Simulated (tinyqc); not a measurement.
Arrhenius fit: deep-level transient spectroscopy (DLTS) of one majority-carrier trap. Computed by tinyqc, a small Python program. Command: `OMP_NUM_THREADS=1 python tinyqc.py 3012140 3012141 out.jsonl dlts walk`. One thread of a shared host (Intel(R) Xeon(R) Processor @ 2.30GHz), about 0.04 s of CPU time with the checks.

A filling pulse loads the traps in a one-sided junction; under reverse bias they empty at the rate e, and the capacitance relaxes as C(t) = C_0 - dC exp(-e t). The signal is S = [C(t_2) - C(t_1)]/dC.

Inputs (values chosen for the exercise, with mass and screening modelled on ZnO):
```
quantity,value,unit
density-of-states mass m,0.273,m_0
valleys M,1,-
trap depth E_t,0.273,eV
cross-section sigma_0,4.9e-14,cm^2
degeneracy ratio g,1,-
gate time t_1,0.01,s
ratio t_2/t_1,4,-
```

Carriers: electrons. Extra term: none.

Constants: k_B = 8.617333262e-05 eV/K; k_B = 1.380649e-23 J/K; m_0 = 9.1093837015e-31 kg; h = 6.62607015e-34 J s.

Method:
- e = g sigma v N_b exp(-E/k_B T), v = sqrt(3 k_B T/m), N_b = 2 M (2 pi m k_B T/h^2)^(3/2), sigma = sigma_0, E = E_t.
- S(e) = exp(-e t_1) - exp(-e t_2) peaks at the rate window e_0 = ln(t_2/t_1)/(t_2 - t_1).
- t_1 is scaled by 0.1, 0.3, 1, 3, 10 and 30 at fixed t_2/t_1; each T_p by bisection.
- Least squares of ln(e_0/T_p^2) on 1/(k_B T_p): slope -E_a, intercept ln(gamma sigma_a) with gamma = v N_b/T^2 = sqrt(3 k_B/m) 2 M (2 pi m k_B/h^2)^(3/2). For comparison, the slope of ln e_0 alone.

Arrhenius data:
```
t_1 (s),e_0 (1/s),T_p (K),1/(k_B T_p) (1/eV),ln(e_0/T_p^2)
0.001,462.098,147.730,78.5520,-3.85500
0.003,154.033,141.105,82.2401,-4.86185
0.010,46.210,134.471,86.2974,-5.96951
0.030,15.403,128.921,90.0128,-6.98381
0.100,4.621,123.324,94.0979,-8.09902
0.300,1.540,118.611,97.8366,-9.11971
```

apparent depth E_a = 0.273 eV

intercept = 17.590

gamma = 8.8902e+20 cm^-2 s^-1 K^-2

apparent cross-section = 4.9000e-14 cm^2

slope without T^2 = 0.29575 eV

What does the comparison show, and why?

The apparent depth is 0.2730 eV against E_t = 0.273 eV, and the apparent cross-section is 1.000 times sigma_0: both inputs are recovered. Leaving out the T^2 factor overstates the slope by 23 meV, about 2 k_B T_p.

Extremes, crossings and ranges named in words are read from the listed rows.
